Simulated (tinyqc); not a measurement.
Nanosheet or nanowire with hard walls, valleys of the Si type: sweeps and comparisons. A value that a table varies takes the place of the one given here.

Six ellipsoidal valleys along the cube axes: inverse mass tensor w = 1/mt + (1/ml - 1/mt) a a^T with a the unit axis. Device axes: x along the channel, z = [001], y = z x x.

Hard walls around a W x H rectangle. The block w_c of w in (y, z) confines; the transport mass follows from 1/m_x = w_xx - w_xc w_c^-1 w_cx. The cross-section problem c (w_yy ky^2 + 2 w_yz ky kz + w_zz kz^2), c = hbar^2/2m0, is solved in products sin(n pi y/W) sin(l pi z/H), n, l = 1 to 12; if w_yz = 0 the levels are c pi^2 (w_yy n^2/W^2 + w_zz l^2/H^2). The w_yz term couples (n, l) to (n', l') by -2 c w_yz D_nn'(W) D_ll'(H) with D_nm(L) = 4 n m/(L (n^2 - m^2)) for n + m odd and 0 otherwise.

Without degeneracy the line density is N1 exp((EF - Ec)/kB T) with N1 = sum 2 g sqrt(m_x kB T/(4 pi c)) exp(-E/kB T), here over n, l up to 80 where w_yz = 0 and over all levels of a 12 x 12 sine basis otherwise; the classical value is W H Nc with Nc = 2 g_all (m_dos kB T/(4 pi c))^(3/2), m_dos = (ml mt^2)^(1/3); dVt = kB T ln(W H Nc/N1).

Constants: hbar^2/2m0 = 3.80998211 eV angstrom^2; kB = 8.617333262e-05 eV/K.

Inputs chosen for the exercise (near those of Si; shifted at random, so the results belong to these values and not to a real crystal): ml = 0.929 m0 (longitudinal mass); mt = 0.191 m0 (transverse mass); T = 77 K (temperature); g_all = 6 (number of valleys); channel = 110 (transport direction x on a (001) wafer); H = 32 angstrom (height, along z = [001]); Ws = (25, 35, 50, 75, 110, 170, 260) angstrom (widths); W = 190 angstrom (width, along y).

## From wire to sheet

Valleys:
```
group  valleys g     w_yy     w_zz   |w_yz|  m_x (m0)
A              2  5.23560  1.07643  0.00000   0.19100
B              4  3.15601  5.23560  0.00000   0.56000
```

Lowest level of each group (groups ordered by w_zz, then w_yy) and dVt against the width.

Results:
```
W (angstrom)  A1 (eV)  B1 (eV)  dVt (mV)
25             0.3545   0.3821     341.1
35             0.2002   0.2891     189.4
50             0.1183   0.2397     109.8
75             0.0745   0.2134      68.8
110            0.0558   0.2021      52.6
170            0.0463   0.1964      45.7
260            0.0424   0.1940      43.2
```

dVt falls from 341 to 43 mV. Group A is lowest at every width, by 28 meV in the narrowest and 152 meV in the widest. At the widest W the lowest level is 0.0424 eV; the film limit c pi^2 w_zz/H^2 of that group is 0.0395 eV.

## Channel direction

The same rectangle along [100] and [110]; groups ordered by w_zz, then w_yy.

Lowest level of each group:
```
channel, group  valleys g   w_yy   w_zz  |w_yz|  m_x (m0)  E (eV)
[100] A                 2  5.236  1.076   0.000     0.191  0.0450
[100] B                 2  1.076  5.236   0.000     0.191  0.1934
[100] C                 2  5.236  5.236   0.000     0.929  0.1977
[110] A                 2  5.236  1.076   0.000     0.191  0.0450
[110] B                 4  3.156  5.236   0.000     0.560  0.1955
```

The lowest subband has m_x = 0.191 m0 and 2 valleys along [100], and 0.191 m0 and 2 valleys along [110]; its edge lies at 0.0450 and 0.0450 eV. These valleys have their axis along z, so turning the channel in the wafer plane leaves them alone; only the higher groups change.

## What each parameter does

E1 and E2 are the two lowest subband edges over all groups. Each row changes one parameter from the base and keeps the others.

Results:
```
case              E1 (eV)  E2 - E1 (meV)  m_x of lowest (m0)  dVt (mV)
base               0.0450           16.4               0.191      44.8
W = 205 angstrom   0.0442           14.1               0.191      44.4
H = 40 angstrom    0.0308           16.4               0.191      32.1
T = 127 K          0.0450           16.4               0.191      48.8
ml = 1.022 m0      0.0414           16.4               0.191      41.6
mt = 0.172 m0      0.0456           18.2               0.172      45.2
```

The largest shifts from the base row, up to three for each result and ties (the steps differ in size, so this ranks the rows, not the parameters). E1 (eV): H -0.0142, ml -0.0036, W -0.0008; unchanged at the printed digits by T. E2 - E1 (meV): W -2.3, mt +1.8; unchanged at the printed digits by H, T and ml. m_x of lowest (m0): mt -0.019; unchanged at the printed digits by W, H, T and ml. dVt (mV): H -12.7, T +3.9, ml -3.3.

Run: tinyqc, `OMP_NUM_THREADS=1 python tinyqc.py 1282255 1282256 out.jsonl`; Intel(R) Xeon(R) Processor @ 2.30GHz, one thread, shared host; about 0.03 s of CPU time with all checks.
